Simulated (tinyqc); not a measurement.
Keating valence-force model of a tetrahedral crystal: one step, computed by the program tinyqc.

Atom A sits at 0 and atom B at a/4 (1,1,1) of an fcc lattice; the four bonds from A are t = a/4 (1,1,1), a/4 (1,-1,-1), a/4 (-1,1,-1), a/4 (-1,-1,1), of length d = sqrt(3) a/4. Energy: E = (3 alpha/(8 d^2)) sum over bonds (r.r - d^2)^2 + (3 beta/(8 d^2)) sum over pairs of bonds at one atom (r_i.r_j + d^2/3)^2, with beta_A for the six pairs at A and beta_B for the six at B. The cell holds two atoms, Omega = a^3/4. 1 N/m = 1 J/m^2. With constants fitted to the elastic moduli this model puts optical and zone-boundary frequencies of real crystals too high, by up to about 20 % in elemental crystals and up to about 50 % in compounds, and mostly by more for TA modes; in compounds the lattice part of the static dielectric constant then comes out too low.

Task: Frequencies at the zone boundary. With displacements u exp(i q.r), each bracket changes by g.u, where g = (g_A, g_B): bond t, g = (-2 t, 2 t exp(i q.t)); pair (i, j) at A, g = (-(t_i + t_j), t_i exp(i q.t_j) + t_j exp(i q.t_i)); pair at B, g = (-t_i exp(-i q.t_j) - t_j exp(-i q.t_i), t_i + t_j). Then D_mn = sum over the 4 bonds and 12 pairs of (4 k/a^2) conj(g_m) g_n / sqrt(M_m M_n), with k = alpha or beta converted to eV/angstrom^2. Only the short-range forces enter; the Coulomb field of the charges is left out. An eigenvalue lambda of D in eV/(angstrom^2 u) gives nu = 15.6333042 THz x sqrt(lambda).

Inputs (values chosen for the exercise, modelled on aluminium arsenide):

| quantity | value | unit |
|---|---|---|
| mass M_A | 26.98 | u |
| mass M_B | 74.92 | u |
| bond stretching alpha | 43.7 | N/m |
| bond bending beta_A | 9.69 | N/m |
| bond bending beta_B | 7.64 | N/m |

Structure: zinc blende.

Constants: nu for 1 eV/(angstrom^2 u) = 15.6333042 THz; 1 eV/angstrom^2 = 16.02176634 J/m^2.

Give: Frequencies (THz) at points given in 2 pi/a.

Result:

Frequencies (THz) at points given in 2 pi/a:

| point | nu 1 | nu 2 | nu 3 | nu 4 | nu 5 | nu 6 |
|---|---|---|---|---|---|---|
| X (1, 0, 0) | 4.443 | 4.443 | 7.109 | 11.65 | 11.89 | 11.89 |
| L (0.5, 0.5, 0.5) | 3.187 | 3.187 | 6.845 | 11.54 | 12.28 | 12.28 |
| W (1, 0.5, 0) | 4.759 | 5.105 | 6.531 | 10.88 | 11.95 | 12.48 |
| K (0.75, 0.75, 0) | 4.124 | 5.285 | 6.644 | 11.00 | 12.00 | 12.40 |

At X the two longitudinal modes are split (7.11 and 11.65 THz) because each moves one sublattice alone.
